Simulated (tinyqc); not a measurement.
Atomic layer deposition: Langmuir saturation, growth per cycle and coating of deep features: one step, computed by the program tinyqc.

Precursor A sticks only on free sites, so a long enough pulse saturates; co-reactant B then frees the sites again.

Problem. Exposure for a deep feature. Diffusion-limited filling (Gordon) of a round hole of diameter w: a saturation front at depth z needs dz/dt = D_K n/(z (4q/w)), with Knudsen D_K = w c/3 and F = n c/4; including the entrance and floor terms, t = (q/F)(1 + 19a/4 + 3a^2/2). Reaction-limited filling needs ln(100)/k_a at any depth, k_a = beta F/q. Flow is molecular. The front picture holds when the modulus a sqrt(beta) is well above 1. Depth reached by the given pulse: solve the same formula for a. Exposure = p x diffusion-limited time; 1 langmuir = 1.33322e-4 Pa s.

Inputs (values chosen for the exercise, modelled on silicon dioxide from an aminosilane and ozone):
```
quantity                                  value    unit
site density q                              2.5  1/nm^2
sticking probability beta on free sites  0.0061       -
precursor pressure p                       0.57      Pa
temperature T                               250       C
pulse time t                                1.3       s
aspect ratio a                               12       -
```

Feature: round hole.

flux F = 4977.726 1/(nm^2 s)

Give: diffusion-limited time; exposure; modulus; aspect ratio reached by the front in time t.

Solution.

diffusion-limited time = 0.1376 s

exposure = 588.3 langmuir

modulus = 0.9372

aspect ratio reached by the front in time t = 39.98

Caution: the modulus is not well above 1 or the Gordon time is under three times ln(100)/k_a, so there is no sharp front: the Gordon time is only a lower bound and the reaction time must be met as well.
